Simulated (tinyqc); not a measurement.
Harmonic frequencies on the RHF/sto-3g surface (energies and gradients from PySCF), for BeH2, spin multiplicity 1, step by step. One step of it, computed by the program tinyqc.

Question. One row of the Hessian: 1Bey. Displace 1Bey by +/-0.005 bohr; H(k, :) = (g(+) - g(-)) / (2 delta).

optimised positions (bohr):
```
            x          y          z
1Be  0.019518  -0.033378  -0.025813
2H   0.031704   2.405339  -0.034882
3H   0.007360  -2.472117  -0.016784
```

gradient at +delta (hartree/bohr):
```
               x            y            z
1Be   0.00001033   0.00240723  -0.00000727
2H   -0.00000520  -0.00120678   0.00000366
3H   -0.00000513  -0.00120045   0.00000360
```

gradient at -delta (hartree/bohr):
```
               x            y            z
1Be  -0.00001152  -0.00239696   0.00000898
2H    0.00000574   0.00119537  -0.00000448
3H    0.00000578   0.00120159  -0.00000450
```

Give: row of the Hessian.

Answer.

row of the Hessian (hartree/bohr^2): 1Bex 0.002185, 1Bey 0.480419, 1Bez -0.001624, 2Hx -0.001094, 2Hy -0.240214, 2Hz 0.000814, 3Hx -0.001091, 3Hy -0.240205, 3Hz 0.000810
